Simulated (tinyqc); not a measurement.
Special k points of the square lattice: one step. Irreducible points and weights. Five cases, with inputs chosen for the exercise.

Question. Join points that an operation carries into one another (modulo reciprocal vectors); list each class by its first point in the order of (j1, j2, ...).

Lattice vectors in units of a: a1 = (1, 0), a2 = (0, 1); reciprocal vectors b_i with a_i . b_j = 2 pi delta_ij. Mesh: k = sum_i f_i b_i with f_i = (2 j_i + shift)/(2 N), j_i = 0 .. N-1. The point group of the lattice has 8 operations; only those that map the mesh onto itself are used.

Give: Irreducible points; operations that keep the mesh; irreducible points.

Case 1.

Values chosen: N = 9 (points along each reciprocal vector); shift = 0 (half steps).

Answer.

Irreducible points:
```
f1          f2  weight
0.0000  0.0000       1
0.0000  0.1111       4
0.0000  0.2222       4
0.0000  0.3333       4
0.0000  0.4444       4
0.1111  0.1111       4
0.1111  0.2222       8
0.1111  0.3333       8
0.1111  0.4444       8
0.2222  0.2222       4
0.2222  0.3333       8
0.2222  0.4444       8
0.3333  0.3333       4
0.3333  0.4444       8
0.4444  0.4444       4
```

operations that keep the mesh = 8
irreducible points = 15

The weights add up to 81 = N^2; symmetry saves a factor 5.4.

Case 2.

Values chosen: N = 5 (points along each reciprocal vector); shift = 0 (half steps).

Answer.

Irreducible points:
```
f1          f2  weight
0.0000  0.0000       1
0.0000  0.2000       4
0.0000  0.4000       4
0.2000  0.2000       4
0.2000  0.4000       8
0.4000  0.4000       4
```

operations that keep the mesh = 8
irreducible points = 6

The weights add up to 25 = N^2; symmetry saves a factor 4.2.

Case 3.

Values chosen: N = 5 (points along each reciprocal vector); shift = 1 (half steps).

Answer.

Irreducible points:
```
f1          f2  weight
0.1000  0.1000       4
0.1000  0.3000       8
0.1000  0.5000       4
0.3000  0.3000       4
0.3000  0.5000       4
0.5000  0.5000       1
```

operations that keep the mesh = 8
irreducible points = 6

The weights add up to 25 = N^2; symmetry saves a factor 4.2.

Case 4.

Values chosen: N = 4 (points along each reciprocal vector); shift = 1 (half steps).

Answer.

Irreducible points:
```
f1          f2  weight
0.1250  0.1250       4
0.1250  0.3750       8
0.3750  0.3750       4
```

operations that keep the mesh = 8
irreducible points = 3

The weights add up to 16 = N^2; symmetry saves a factor 5.3.

Case 5.

Values chosen: N = 4 (points along each reciprocal vector); shift = 0 (half steps).

Answer.

Irreducible points:
```
f1          f2  weight
0.0000  0.0000       1
0.0000  0.2500       4
0.0000  0.5000       2
0.2500  0.2500       4
0.2500  0.5000       4
0.5000  0.5000       1
```

operations that keep the mesh = 8
irreducible points = 6

The weights add up to 16 = N^2; symmetry saves a factor 2.7.

Computed by tinyqc, one run a case: `OMP_NUM_THREADS=1 python tinyqc.py N N+1 out.jsonl` with N = 1652089, 1680041, 1680304, 1680659, 1680765; one thread of a shared Intel(R) Xeon(R) Processor @ 2.30GHz, about 0.1 s a run at most.
